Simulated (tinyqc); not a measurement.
Surface photovoltage measurement of the minority-carrier diffusion length in a wafer. Changing the back recombination velocity S_b. Computed by tinyqc, a small Python program. Command: `OMP_NUM_THREADS=1 python tinyqc.py 3130597 3130598 out.jsonl spv sweep`. One thread of a shared host (Intel(R) Xeon(R) Processor @ 2.30GHz), about 0.02 s of CPU time with the checks.

Low injection, steady light, a depletion layer much thinner than 1/alpha and L. The excess density dn is taken at the front edge of the neutral region; light that reaches the back is lost.

Inputs (values chosen for the exercise, modelled on p-type silicon at room temperature):
```
quantity                                              value               unit
diffusion length L                                      120         micrometre
wafer thickness W                                       300         micrometre
diffusivity D                                          31.9             cm^2/s
front recombination velocity S_f                        650               cm/s
photon flux entering                                6.4e+11         1/(cm^2 s)
minority density at the surface barrier scale n_0   4.2e+08             1/cm^3
temperature T                                           298                  K
wavelength                                              883                 nm
relative noise of each reading                          0.2                  %
diffusion length after pair splitting over L           0.56                  -
iron factor C                                      1.01e+16  micrometre^2/cm^3
```

normal deviates g for the noise: 0.10  0.46  -0.40  -0.32  1.05  -1.28  -1.31

Constants: k_B = 8.617333262e-05 eV/K.

Method:
- alpha = (84.732/lambda - 76.417)^2 per cm with lambda in micrometre (an empirical fit for silicon between 0.7 and 1.05 micrometre).
- Thick wafer: dn = Phi L/((S_f + D/L)(L + 1/alpha)). Finite wafer, with s = S_b L/D, w = W/L, a = alpha L: dn = [Phi a/(a^2 - 1)] [a - B - exp(-alpha W)(a - s)/(cosh w + s sinh w)]/(S_f + B D/L), B = (sinh w + s cosh w)/(cosh w + s sinh w).
- Photovoltage V = (k_B T/e) ln(1 + dn/n_0). Lifetime = L^2/D.
- Readings y = (Phi/dn) (1 + noise x g) at 780, 830, 880, 920, 950, 975 and 995 nm; a least-squares line y = c (1/alpha + L_app) gives L_app = intercept/slope.
- Splitting iron-boron pairs in boron-doped silicon shortens L; with nothing else changing, [Fe] = C (1/L_after^2 - 1/L^2). It is evaluated with the true lengths and with the apparent ones (without noise), which differ when the wafer is not thick against L.

One run for each value; columns: (1) back recombination velocity S_b (cm/s); (2) apparent length L_app (micrometre); (3) B; (4) dn, finite wafer (1/cm^3); (5) bias, apparent over true less 1 (rounded to 0.001) (%):
```
(1)          (2)     (3)         (4)     (5)
1.00e+00  126.70  0.9866  1.6112e+08   2.919
1.00e+01  126.65  0.9867  1.6111e+08   2.889
1.00e+02  126.11  0.9876  1.6096e+08   2.602
1.00e+03  122.22  0.9939  1.5985e+08   0.463
1.00e+04  114.01  1.0078  1.5746e+08  -4.283
1.00e+05  111.18  1.0129  1.5661e+08  -5.872
1.00e+06  110.82  1.0135  1.5650e+08  -6.062
1.00e+07  110.78  1.0136  1.5649e+08  -6.081
```

What does the table show?

Over the rows, apparent length L_app (micrometre) falls from 127 to 111 (exponent d ln y / d ln x -1.9e-4 between the first rows and -1.4e-4 between the last); B rises from 0.987 to 1.01; dn, finite wafer (1/cm^3) falls from 1.61e8 to 1.56e8.

Extremes, crossings and ranges named in words are read from the listed rows.
